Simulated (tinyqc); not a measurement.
# Worked calculation: resistance of a tapered via with liner, size effect and interface

tinyqc, about 0.01 s, one thread, Intel Xeon 2.30GHz (shared host): `OMP_NUM_THREADS=1 python tinyqc.py 2750052 2750053 out.jsonl` Printed values are rounded.

A round via whose diameter grows from db at the bottom as D(z) = db + 2 z/tan(ang). The fill, of diameter D - 2 tl, starts above the bottom liner (thickness fb tl) and has rho = rho0 (1 + ks lam/(D - 2 tl)); the sidewall liner conducts in parallel with it. The bottom liner and the interface are crossed over the full area pi db^2/4. Spreading in the lines above and below is left out.

Values chosen for this exercise; fill metal close to copper:
- db = 28 nm (diameter at the bottom)
- hv = 110 nm (height)
- ang = 88 degrees (sidewall angle)
- rho0 = 1.64 uohm cm (bulk resistivity of the fill)
- lam = 40.6 nm (mean free path of the fill)
- ks = 1.2 (size-effect factor)
- tl = 2.1 nm (liner on the sidewall)
- fb = 0.7 (liner at the bottom over that on the sidewall)
- rl = 210 uohm cm (resistivity of the liner)
- ri = 5.3e-13 ohm cm^2 (interface resistivity at the bottom)
- Sb = 1.1e15 S/m^2 (ballistic conductance per area, about 3/(4 rho0 lam))

## Slices of the via

Slices between z0 = fb tl and hv, evaluated at their midpoints: conductance per length pi/4 [(D - 2 tl)^2/rho + (D^2 - (D - 2 tl)^2)/rl], slice resistance = slice height over that. 8 slices.

z, slice 0 to 7 (nm): [8.253125, 21.81938, 35.38562, 48.95188, 62.51812, 76.08437, 89.65063, 103.2169]
D, slice 0 to 7 (nm): [28.57641, 29.52390, 30.47139, 31.41887, 32.36636, 33.31385, 34.26134, 35.20883]
rho, slice 0 to 7 (uohm cm): [4.917792, 4.795154, 4.681362, 4.575492, 4.476745, 4.384426, 4.297926, 4.216712]
slice resistance, slice 0 to 7 (ohm): [1.417133, 1.281043, 1.162642, 1.059091, 0.9680861, 0.8877437, 0.8165131, 0.7531097]

## Total resistance

R_fill = sum of the slices; R_bottom = rl fb tl/(pi db^2/4); R_interface = ri/(pi db^2/4); ballistic (Sharvin) limit 1/(Sb pi (db - 2 tl)^2/4); ideal cylinder rho0 hv/(pi db^2/4).

parts (ohm): fill 8.345361, bottom liner 5.013381, interface 0.08607359
R = 13.44482 ohm
shares (%): fill 62.07122, bottom liner 37.28858, interface 0.64020
ballistic limit = 2.043448 ohm
ideal cylinder = 2.929750 ohm

The fill is the largest part, and R is 4.59 times the ideal cylinder. With 2000 slices R = 13.449 ohm.
